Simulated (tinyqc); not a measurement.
## Slope factor and drain-induced lowering from three currents

Inverse problem. With source and body at 0 V, I = A exp((Vg + dd Vd)/(nf Vt)) (1 - exp(-Vd/Vt)). Find nf, the swing nf Vt ln 10 and dd.

Values chosen for this exercise:
- T = 330 K (temperature)

Constants: q = 1.602176634e-19 C, kB = 1.380649e-23 J/K, Vt = kB T/q. Results are converted to the units shown.

currents at (Vg, Vd) = (0, 0.05), (0, 1.2) and (0.1, 1.2) V (nA/um): [0.17728080, 24.096246, 313.83251]

Solution. The pair at equal Vd gives nf; the pair at equal Vg, after dividing out the factors 1 - exp(-Vd/Vt), gives dd.

nf = 1.37
swing = 89.7 mV/decade
dd = 0.160

Computed by the program tinyqc: `OMP_NUM_THREADS=1 python tinyqc.py 2242047 2242048 out.jsonl`, one thread of a shared Intel Xeon 2.30GHz, about 0.03 s for the whole run.
